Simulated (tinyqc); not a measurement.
The integration grid: Kohn-Sham TPSS on finer and finer grids in the sto-6g basis, for H6, spin multiplicity 1. Computed by the program tinyqc with PySCF. Command: `OMP_NUM_THREADS=1 python tinyqc.py 115610 115611 out.jsonl`; one thread of a shared host (Intel(R) Xeon(R) Processor @ 2.60GHz), about 10 s.

Geometry (angstrom):

| atom | x | y | z |
|---|---|---|---|
| H | 0.0000 | 0.0000 | 0.0000 |
| H | 0.0000 | 0.0000 | 0.7860 |
| H | 0.0000 | 0.0000 | 1.9130 |
| H | 0.0000 | 0.0000 | 2.7000 |
| H | 0.0000 | 0.0000 | 3.8270 |
| H | 0.0000 | 0.0000 | 4.6130 |

Self-consistent on each grid; the net force on the molecule should vanish.

Kohn-Sham energy on Becke grids (radial x angular points per atom):

| grid | points | residual of the electron count | E (hartree) | E - finest (mhartree) | largest net force without grid terms (hartree/bohr) |
|---|---|---|---|---|---|
| 10 x 14 | 804 | 8.91e-03 | -3.473977 | -1.261367 | 8.88e-16 |
| 15 x 26 | 2285 | -2.13e-02 | -3.469753 | 2.962197 | 1.39e-16 |
| 20 x 50 | 5929 | 1.09e-04 | -3.472691 | 0.024067 | 9.16e-16 |
| 30 x 86 | 15369 | -2.55e-05 | -3.472682 | 0.033036 | 9.16e-16 |
| 50 x 194 | 58019 | -8.40e-08 | -3.472716 | -0.000221 | 1.39e-15 |
| 75 x 302 | 135628 | 7.29e-09 | -3.472715 | 0.000223 | 1.19e-15 |
| 120 x 590 | 423621 | 2.36e-10 | -3.472715 | 0.000000 | 1.11e-15 |

The energy is within 0.1 mhartree of the finest grid first at 20 x 50. The error has both signs, since quadrature is not variational. The net force vanishes by symmetry here, so only the electron count signals a poor grid.
